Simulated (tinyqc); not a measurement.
Velocity against field: two-valley model of the transferred-electron effect. Computed by tinyqc, a small Python program. Command: `OMP_NUM_THREADS=1 python tinyqc.py 3019655 3019656 out.jsonl gunn walk`. One thread of a shared host (Intel(R) Xeon(R) Processor @ 2.30GHz), about 0.01 s of CPU time with the checks.

Both kinds of valley share one electron temperature T_e, and each has a constant mobility.

Inputs (values chosen for the exercise, modelled on GaN):
```
quantity                       value        unit
central-valley mass m1          0.21         m_0
satellite-valley mass m2        0.44         m_0
satellite valleys Z                6           -
valley separation dE             1.1          eV
central-valley mobility mu1      950  cm^2/(V s)
satellite-valley mobility mu2     56  cm^2/(V s)
energy relaxation time tau_E   0.086          ps
lattice temperature T            400           K
electric field F                  38       kV/cm
```

Solver: damped fixed point.

Constants: k_B = 8.617333262e-05 eV/K.

Method. Density-of-states ratio R = Z (m2/m1)^(3/2); n2/n1 = R exp(-dE/(k_B T_e)); mean mobility mu = (mu1 + mu2 n2/n1)/(1 + n2/n1); energy balance e mu F^2 = (3/2) k_B (T_e - T)/tau_E; v = mu F.

low-field mobility = 950 cm^2/(V s)

R = 18.1971

The curve:
```
F (kV/cm)  T_e (K)  share in the satellites (%)  v (1e7 cm/s)  low-field line (1e7 cm/s)
3.8            409                   5.1261e-11        0.3610                     0.3610
9.5            457                   1.3502e-09        0.9025                     0.9025
19.0           628                   2.7215e-06        1.8050                     1.8050
27.0           861                   6.5997e-04        2.5650                     2.5650
38.0          1312                   1.0798e-01        3.6063                     3.6100
53.0          2107                   4.0838e+00        4.8415                     5.0350
76.0          3192                   2.5007e+01        5.5209                     7.2200
110.0         4423                   5.0373e+01        5.4963                    10.4500
190.0         7097                   7.5075e+01        5.2978                    18.0500
380.0        15389                   8.8813e+01        5.9285                    36.1000
```

v falls between 76 and 190 kV/cm, while the share in the slow valleys goes from 25 to 75 %: transfer outruns the rise of the field. With constant mobilities n2/n1 tends to R and v ends on the line (mu1 + R mu2) F/(1 + R), a mobility of 103; real satellites saturate instead. Rows with T_e above 3000 K lie outside the range of a Maxwellian in parabolic valleys.

Extremes, crossings and ranges named in words are read from the listed rows.
